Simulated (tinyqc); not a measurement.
Threshold-voltage variability of a planar MOSFET, analytic estimates: course of the iteration: margin in standard deviations for the wanted yield.

Three independent sources add in quadrature: random dopants in the depleted layer, metal-gate grains of two orientations, and roughness of the two gate edges acting through the roll-off VT = VT(long) - Vr exp(-L/l). These are first-order estimates: no three-dimensional electrostatics, no percolation.

Cells fail independently with probability Q(k) = erfc(k/sqrt(2))/2 when the margin is k standard deviations, and Y = exp(-Nb Q(k)). phi = exp(-k^2/2)/sqrt(2 pi). Newton steps on Q(k) + ln(Y)/Nb = 0: k(new) = k + (Q + ln(Y)/Nb)/phi.

Stop when k changes by less than 1e-9, or after 10 iterations.

Values chosen for this exercise:
- Nb = 1048576 (number of cells)
- Y = 0.964 (wanted yield)

k at the start = 2

Course of the iteration:

| iteration | k | \|change\| |
|---|---|---|
| 1 | 2.42137 | 0.421 |
| 2 | 2.78484 | 0.363 |
| 3 | 3.10910 | 0.324 |
| 4 | 3.40454 | 0.295 |
| 5 | 3.67762 | 0.273 |
| 6 | 3.93270 | 0.255 |
| 7 | 4.17280 | 0.240 |
| 8 | 4.40003 | 0.227 |
| 9 | 4.61562 | 0.216 |
| 10 | 4.81958 | 0.204 |

Did this iteration meet its convergence test, and what does its course show?

No. Not converged within 10 iterations. The steps shrink slowly, from 0.42 to 0.20: far from the root Q/phi is about 1/k, so each step lowers Q by only a factor of about e, and the root lies at 5.391. A rerun with Newton steps on ln Q from the same start converges in 6 iterations.

Range of the model: The depletion depth exceeds L, so source and drain share much of the charge and the dopant estimate is rough. gI s exceeds 0.2, so the linear formula for the current mismatch is only a rough guide.

tinyqc, about 0.01 s, one thread, Intel Xeon 2.30GHz (shared host): `OMP_NUM_THREADS=1 python tinyqc.py 2090057 2090058 out.jsonl`
